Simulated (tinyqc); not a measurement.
Dopants and charged point defects at anneal temperature: Fermi-level effect, clustering and pairing. Inputs raised by 10 %, one at a time. Computed by tinyqc, a small Python program. Command: `OMP_NUM_THREADS=1 python tinyqc.py 3018799 3018800 out.jsonl pairing sens`. One thread of a shared host (Intel(R) Xeon(R) Processor @ 2.30GHz), about 0.06 s of CPU time with the checks.

Boltzmann statistics and full ionisation of active dopants. Energies are counted from the valence band; the defect (a vacancy or self-interstitial) has five charge states, with all degeneracy factors one.

Inputs (values chosen for the exercise, with bands modelled on GaAs):

| quantity | value | unit |
|---|---|---|
| gap at 0 K E_g0 | 1.54 | eV |
| Varshni alpha | 0.000523 | eV/K |
| Varshni beta | 200 | K |
| electron mass m_e | 0.068 | m_0 |
| valleys M_c | 1 | - |
| hole mass m_h | 0.538 | m_0 |
| anneal temperature T | 930 | K |
| total dopant density N | 3.5e+20 | cm^-3 |
| formation enthalpy of the neutral defect H_f | 2.77 | eV |
| formation entropy S_f | 8.7 | k_B |
| site density N_s | 4.2e+22 | cm^-3 |
| intrinsic dopant diffusivity D_i | 4.1e-16 | cm^2/s |
| anneal time t | 2000 | s |
| dopant atoms per cluster k | 4 | - |
| cluster binding energy E_b | 2.45 | eV |

Dopant: acceptor. Second part: clustering of the dopant.

defect levels as fractions of E_g(T): (2+/+), (+/0), (0/-), (-/2-): 0.086  0.084  0.53  0.63

Constants: m_0 = 9.1093837015e-31 kg; k_B = 1.380649e-23 J/K; h = 6.62607015e-34 J s; k_B = 8.617333262e-05 eV/K.

Method:
- E_g = E_g0 - alpha T^2/(T + beta).
- N_c = 2 M_c (2 pi m_e k_B T/h^2)^(3/2) and N_v = 2 (2 pi m_h k_B T/h^2)^(3/2), masses in units of m_0.
- n_i = sqrt(N_c N_v) exp(-E_g/2 k_B T); E_i = E_g/2 + (k_B T/2) ln(N_v/N_c).
- p = A/2 + sqrt(A^2/4 + n_i^2) for an active density A.
- k ionised dopants and k carriers form one neutral cluster: C = N_s (A/N_s)^k (p/N_b)^k exp(E_b/k_B T), N_b the effective density of states of the majority band, and N = A + k C (60 bisections in ln A between ln N - 90 and ln N).
- chi = n/n_i (for acceptors n_i/p); E_F = E_i + k_B T ln chi; field enhancement h = 1 + A/sqrt(A^2 + 4 n_i^2).
- C_0 = N_s exp(S_f/k_B) exp(-H_f/k_B T). Ratios to the neutral state at E_F = E_i: r_+ = exp((E(+/0) - E_i)/k_B T), r_2+ = r_+ exp((E(2+/+) - E_i)/k_B T), r_- = exp((E_i - E(0/-))/k_B T), r_2- = r_- exp((E_i - E(-/2-))/k_B T); at other E_F state q scales as chi^(-q). The enhancement is sum r_q chi^(-q)/sum r_q. The charge on the defects is left out of neutrality.
- If every charge state of the defect carries the dopant equally well, D = D_i x enhancement x h x (active share A/N, a rough stand-in that overstates the dA/dN which immobile clusters call for), D_i being an input held fixed when T or H_f is moved; diffusion length 2 sqrt(D t).

Runs:

| input moved | from | to | enhancement over intrinsic | D/D_i | diffusion length (nm) | all defects, doped (cm^-3) |
|---|---|---|---|---|---|---|
| base run | - | - | 0.44164 | 0.038272 | 3.5431 | 6.9123e+11 |
| total dopant density N (cm^-3) | 3.5e+20 | 3.85e+20 | 0.44692 | 0.035647 | 3.4194 | 6.9950e+11 |
| cluster binding energy E_b (eV) | 2.45 | 2.695 | 0.32183 | 0.019066 | 2.5007 | 5.0372e+11 |
| formation enthalpy of the neutral defect H_f (eV) | 2.77 | 3.047 | 0.44164 | 0.038272 | 3.5431 | 2.1804e+10 |
| gap at 0 K E_g0 (eV) | 1.54 | 1.694 | 0.59302 | 0.051391 | 4.1056 | 8.1473e+11 |
| intrinsic dopant diffusivity D_i (cm^2/s) | 4.1e-16 | 4.51e-16 | 0.44164 | 0.038272 | 3.7160 | 6.9123e+11 |
| anneal time t (s) | 2000 | 2200 | 0.44164 | 0.038272 | 3.7160 | 6.9123e+11 |

Exponents ln(y'/y) / ln(x'/x):

| input | enhancement over intrinsic | D/D_i | diffusion length | all defects, doped |
|---|---|---|---|---|
| total dopant density N | 0.125 | -0.746 | -0.373 | 0.125 |
| cluster binding energy E_b | -3.320 | -7.311 | -3.656 | -3.320 |
| formation enthalpy of the neutral defect H_f | 0.000 | 0.000 | 0.000 | -36.265 |
| gap at 0 K E_g0 | 3.092 | 3.092 | 1.546 | 1.725 |
| intrinsic dopant diffusivity D_i | 0.000 | 0.000 | 0.500 | 0.000 |
| anneal time t | 0.000 | 0.000 | 0.500 | 0.000 |

Which inputs matter most for each result?

Among the inputs moved here: enhancement over intrinsic answers most in size to cluster binding energy E_b (exponent -3.320), next to gap at 0 K E_g0 (+3.092); its exponent is below 0.0005 for formation enthalpy of the neutral defect H_f, intrinsic dopant diffusivity D_i, anneal time t. D/D_i answers most in size to cluster binding energy E_b (exponent -7.311), next to gap at 0 K E_g0 (+3.092); its exponent is below 0.0005 for formation enthalpy of the neutral defect H_f, intrinsic dopant diffusivity D_i, anneal time t. Diffusion length answers most in size to cluster binding energy E_b (exponent -3.656), next to gap at 0 K E_g0 (+1.546); its exponent is below 0.0005 for formation enthalpy of the neutral defect H_f. Its exponent +0.500 in intrinsic dopant diffusivity D_i: diffusion, sqrt(D t). Its exponent +0.500 in anneal time t: diffusion, sqrt(D t). all defects, doped answers most in size to formation enthalpy of the neutral defect H_f (exponent -36.265), next to cluster binding energy E_b (-3.320); its exponent is below 0.0005 for intrinsic dopant diffusivity D_i, anneal time t.
